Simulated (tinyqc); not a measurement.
Worked calculation: G0W0 on RHF in the sto-6g basis, for H3+, spin multiplicity 1. One step of it, computed by the program tinyqc.

Problem. Screening: direct RPA. With D = e_a - e_i and K = (ia|jb): diagonalise D^(1/2) (D + 4K) D^(1/2) = Z w^2 Z^T; X + Y = D^(1/2) Z w^(-1/2), each column of Z with its largest component positive (the first on a tie); E_c = (sum w - tr (D + 2K)) / 2.

orbital energies (hartree): MO1 -1.099300, MO2 -0.325456, MO3 0.481975

Two-electron integrals over orbitals (pq|rs), unique and non-zero (hartree):
```
p,q,r,s,(pq|rs)
1,1,1,1,0.611932
2,1,2,1,0.145663
2,2,1,1,0.525560
2,2,2,2,0.567229
3,1,1,1,0.103594
3,1,2,2,-0.022579
3,1,3,1,0.130383
3,2,2,1,-0.136145
3,2,3,2,0.155122
3,3,1,1,0.618636
3,3,2,2,0.558521
3,3,3,1,0.091984
3,3,3,3,0.668578
```

Give: D^(1/2) (D + 4K) D^(1/2); excitation energies w; X + Y; RPA correlation energy.

Solution.

D^(1/2) (D + 4K) D^(1/2) (hartree^2):
```
,1>2,1>3
1>2,1.050,0.000
1>3,0.000,3.325
```

excitation energies w (hartree): 1.025  1.823

X + Y:
```
,1,2
1>2,0.869,0.000
1>3,0.000,0.931
```

RPA correlation energy = -0.02958 hartree
